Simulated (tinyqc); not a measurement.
Gate work function from the charge.

Problem. For an undoped double gate, Q = 8 eps0 eps_r Vt beta tan(beta)/ts with 0 < beta < pi/2, and at the source (Vg - dphi)/(2 Vt) - ln[(2/ts) sqrt(2 eps0 eps_r Vt/(q ni))] = ln(beta) - ln(cos beta) + 2 r beta tan(beta), r = eps_r tox/(eox ts). Find beta and dphi.

Values chosen for this exercise; material values close to those of silicon: temperature T = 300 K; relative permittivity of the semiconductor eps_r = 11.5; relative permittivity of the gate insulator eox = 7.21; insulator thickness tox = 1.5 nm; body thickness ts = 15 nm; gate voltage Vg = 0.29 V.

Constants: q = 1.602176634e-19 C, kB = 1.380649e-23 J/K, Vt = kB T/q, eps0 = 8.8541878128e-14 F/cm where lengths are in cm. Results are converted to the units shown.

Qs = 16.795584 nC/cm^2
ni = 1.5547593e10 cm^-3

Solution. beta tan(beta) rises from 0 without bound on the interval, so the charge fixes beta; the second relation is then explicit in dphi.

beta = 0.339
dphi = -0.110 V

Computed by the program tinyqc: `OMP_NUM_THREADS=1 python tinyqc.py 2440096 2440097 out.jsonl`, one thread of a shared Intel Xeon 2.30GHz, about 0.01 s for the whole run.
